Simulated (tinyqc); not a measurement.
Comparisons within one model: three-band tight binding of a dichalcogenide monolayer. A value that a table varies takes the place of the one given here.

Basis dz2, dxy, dx2-y2 on a triangular lattice, nearest neighbours; alpha = kx a/2, beta = sqrt3 ky a/2. h0 = e1 + 2 t0 (cos 2alpha + 2 cos alpha cos beta); h1 = -2 sqrt3 t2 sin alpha sin beta + 2i t1 (sin 2alpha + sin alpha cos beta); h2 = 2 t2 (cos 2alpha - cos alpha cos beta) + 2i sqrt3 t1 cos alpha sin beta; h11 = e2 + 2 t11 cos 2alpha + (t11 + 3 t22) cos alpha cos beta; h22 = e2 + 2 t22 cos 2alpha + (3 t11 + t22) cos alpha cos beta; h12 = sqrt3 (t22 - t11) sin alpha sin beta + 4i t12 sin alpha (cos alpha - cos beta) + i lam sz. H = [[h0, h1, h2], [., h11, h12], [., ., h22]], Hermitian; the lowest band of each spin is filled. K = (4 pi/3a, 0), M = (pi/a, pi/(sqrt3 a)).

Constants: hbar^2/2m0 = 3.80998211 eV angstrom^2.

Parameters, chosen for this exercise (near a published set for monolayer MoS2; shifted at random, so the results belong to these values and not to a real crystal):
- a = 3.193 angstrom (lattice constant)
- e1 = 1.056 eV (level of dz2)
- e2 = 2.128 eV (level of dxy and dx2-y2)
- t0 = -0.181 eV (hopping)
- t1 = 0.392 eV (hopping)
- t2 = 0.515 eV (hopping)
- t11 = 0.215 eV (hopping)
- t12 = 0.335 eV (hopping)
- t22 = 0.058 eV (hopping)
- lam = 0.075 eV (spin-orbit constant)

## Three bands against the two-band Dirac model at K

Masses from central differences along kx with step 0.002 1/angstrom, c = hbar^2/2m0; Berry curvature of the valence band from a counter-clockwise plaquette of side 0.001 1/angstrom, Omega = -arg(product of overlaps)/area. Two-band model: coupling A = (3 a/(2 sqrt2))(t1 + sqrt3 t2) between valence and conduction states, mass c G/A^2 for both, Omega_v = 2 A^2/G^2. sz = 0 drops the spin-orbit term.

At K:
```
sz  G (eV)  m_c (m0)  m_v (m0)  two-band mass  Omega_v (angstrom^2)  two-band Omega
1   1.5462     0.412     0.554          0.312                15.742          15.819
0   1.6212     0.436     0.604          0.327                14.319          14.389
-1  1.6962     0.460     0.659          0.342                13.080          13.145
```

A = 4.3485 eV angstrom

How do the results move?

Without spin-orbit coupling the electron mass is 0.436 and the hole mass 0.604, against 0.327 for both in the two-band model: the third band and the curvature of the diagonal terms break the symmetry. The Berry curvature is -0.5 % from the two-band value. The smaller gap (sz = +1) has the larger curvature, by a factor 1.20.

## All hoppings scaled

The six hoppings are multiplied by f; e1, e2 and lam stay (real strain also moves e1 and e2, so this is no model of it). Closed forms: Ev(K) = e2 - (3/2)(t11 + t22) - 3 sqrt3 t12 + lam, Ec(K) = e1 - 3 t0, Ev(Gamma) = e1 + 6 t0.

Gaps (eV):
```
f     direct gap at K  Ev(K) - Ev(Gamma)  Ec(K) - top of valence band
0.85           1.1422             0.2424                       1.1422
0.90           1.2769             0.1892                       1.2769
0.94           1.3846             0.1466                       1.3846
0.97           1.4654             0.1147                       1.4654
1.00           1.5462             0.0828                       1.5462
1.03           1.6270             0.0509                       1.6270
1.06           1.7078             0.0189                       1.7078
1.10           1.8155            -0.0236                       1.7919
```

How do the results move?

The direct gap changes by +26.9 meV for each per cent of f. The top of the valence band passes between Gamma and K at f = 1.078; where it is at Gamma the gap to Ec(K) is indirect.

## What each parameter does

Spin up: gap at K, Ev(K) - Ev(Gamma), and masses at K by central differences along kx with step 0.002 1/angstrom, c = hbar^2/2m0. Each row changes one parameter from the base and keeps the others.

Results:
```
case            gap at K (eV)  K - Gamma (eV)  m_c (m0)  m_v (m0)
base                   1.5462          0.0828     0.412     0.554
e2 = 2.098 eV          1.5762          0.0528     0.424     0.573
t11 = 0.245 eV         1.5912          0.0378     0.430     0.589
lam = 0.105 eV         1.5162          0.1128     0.403     0.535
t2 = 0.485 eV          1.5462          0.0828     0.444     0.645
t22 = 0.088 eV         1.5912          0.0378     0.430     0.598
t1 = 0.362 eV          1.5462          0.0828     0.450     0.604
```

What can be read from the table?

The largest shifts from the base row, up to three for each result and ties (the steps differ in size, so this ranks the rows, not the parameters). gap at K (eV): t11 +0.0450, t22 +0.0450, e2 +0.0300, lam -0.0300; unchanged at the printed digits by t2 and t1. K - Gamma (eV): t11 -0.0450, t22 -0.0450, e2 -0.0300, lam +0.0300; unchanged at the printed digits by t2 and t1. m_c (m0): t1 +0.037, t2 +0.031, t22 +0.018, t11 +0.018. m_v (m0): t2 +0.091, t1 +0.050, t22 +0.044. t2 and t1 couple dz2 to the other orbitals and vanish at K and Gamma, so only the masses feel them.

(tinyqc, `OMP_NUM_THREADS=1 python tinyqc.py 1481737 1481738 out.jsonl`, Intel(R) Xeon(R) Processor @ 2.30GHz, 1 thread, shared host, about 0.03 s.)
